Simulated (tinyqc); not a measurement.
## Screening length from the swing

Problem. In a simple model of a Schottky-barrier transistor a barrier thinner than d = 3.3 nm is transparent, so the effective barrier is pn - psi (1 - exp(-d/lam)) and the swing beyond flat band is Vt ln 10/(1 - exp(-d/lam)). Find the thermionic swing, lam, and the effective barrier at psi = 0.2 V.

Values chosen for this exercise: temperature T = 300 K; barrier for electrons at both contacts pn = 0.32 eV.

Constants: q = 1.602176634e-19 C, kB = 1.380649e-23 J/K, Vt = kB T/q. Results are converted to the units shown.

swing in the tunnelling range = 79.670214 mV/decade

Answer. The ratio of the two swings is 1 - exp(-d/lam).

Vt ln 10 = 59.53 mV/decade
lam = 2.400 nm
effective barrier = 0.1706 eV

tinyqc, about 0.03 s, one thread, Intel Xeon 2.30GHz (shared host): `OMP_NUM_THREADS=1 python tinyqc.py 2390069 2390070 out.jsonl`
